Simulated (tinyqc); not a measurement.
# Inputs raised by 2 %, one at a time

Model: space-charge-limited current through a thin insulating or semi-insulating film with traps. Computed by tinyqc, a small Python program. Command: `OMP_NUM_THREADS=1 python tinyqc.py 3023832 3023833 out.jsonl sclc sens`. One thread of a shared host (Intel(R) Xeon(R) Processor @ 2.30GHz), about 0.01 s of CPU time with the checks.

One ohmic injecting contact at x = 0 (field zero), drift only, non-degenerate free carriers.

Inputs (values chosen for the exercise, modelled on Si3N4): permittivity eps = 7.5; band mobility mu = 0.093 cm^2/(V s); effective density of states N_c = 9.5e+19 1/cm^3; trap density N_t = 1.1e+15 1/cm^3; equilibrium Fermi level below the band edge, E_0 = 0.59 eV; thickness d = 2000 nm; free density at the anode, in units of N_c = 6.1e-05; temperature T = 350 K; characteristic temperature T_c = 900 K.

Traps: exponential tail.

Constants: k_B = 8.617333262e-05 eV/K; e = 1.602176634e-19 C; eps_0 = 8.8541878128e-12 F/m.

Method:
- Free density n_0 = N_c exp(-E_0/k_B T) in equilibrium; trapped density n_t(n) = N_t (n/N_c)^(T/T_c) (the low-temperature form).
- theta = n/(n + n_t) at the anode density; trap-filled-limit voltage V_TFL = e (N_t - n_t(n_0)) d^2/(2 eps eps_0).
- J = e mu n F and (eps eps_0/e) dF/dx = n - n_0 + n_t(n) - n_t(n_0) = rho(n). With F = J/(e mu n): d = (eps eps_0 J/(e^2 mu)) I_1 and V = (eps eps_0 J^2/(e^3 mu^2)) I_2, I_k = int_(n_L)^infinity dn/(n^(k+1) rho(n)), n_L the density at the anode; with u = n_L/n, 200 Gauss-Legendre points in t, u = 1 - (1 - t)^2.
- Anode field J/(e mu n_L); Mott-Gurney current (9/8) eps eps_0 mu V^2/d^3; ohmic current e n_0 mu V/d.

Runs:
```
input moved                                    from         to  current density J (A/cm^2)  voltage V (V)    theta  V_TFL (V)
base run                                          -          -                      48.447         74.789  0.99566     5.3053
permittivity eps                                7.5       7.65                      47.497         73.323  0.99566     5.2012
band mobility mu (cm^2/(V s))                 0.093    0.09486                      49.416         74.789  0.99566     5.3053
trap density N_t (1/cm^3)                   1.1e+15  1.122e+15                      48.450         74.794  0.99557     5.4114
thickness d (nm)                               2000       2040                      49.416         77.811  0.99566     5.5196
characteristic temperature T_c (K)              900        918                      48.458         74.805  0.99533     5.3048
temperature T (K)                               350        357                      48.435         74.773  0.99597     5.3053
free density at the anode, in units of N_c  6.1e-05  6.222e-05                      50.402         76.283  0.99571     5.3053
```

Exponents ln(y'/y) / ln(x'/x):
```
input                                       current density J  voltage V   theta   V_TFL
permittivity eps                                       -1.000     -1.000   0.000  -1.000
band mobility mu                                        1.000      0.000   0.000   0.000
trap density N_t                                        0.003      0.003  -0.004   1.000
thickness d                                             1.000      2.000   0.000   2.000
characteristic temperature T_c                          0.012      0.011  -0.017  -0.004
temperature T                                          -0.013     -0.011   0.016   0.000
free density at the anode, in units of N_c              1.998      0.998   0.003   0.000
```

Among the inputs moved here: current density J answers most in size to free density at the anode, in units of N_c (exponent +1.998), next to permittivity eps (-1.000). Its exponent +1.000 in band mobility mu: the mobility only scales the current. Its exponent +1.000 in thickness d: at a fixed anode density J scales as d. Voltage V answers most in size to thickness d (exponent +2.000), next to permittivity eps (-1.000); its exponent is below 0.0005 for band mobility mu. Its exponent +2.000 in thickness d: at a fixed anode density V scales as d^2. Theta answers most in size to characteristic temperature T_c (exponent -0.017), next to temperature T (+0.016); its exponent is below 0.0005 for permittivity eps, band mobility mu, thickness d. V_TFL answers most in size to thickness d (exponent +2.000), next to permittivity eps (-1.000); its exponent is below 0.0005 for band mobility mu, temperature T, free density at the anode, in units of N_c. Its exponent +1.000 in trap density N_t: the charge of the filled traps.
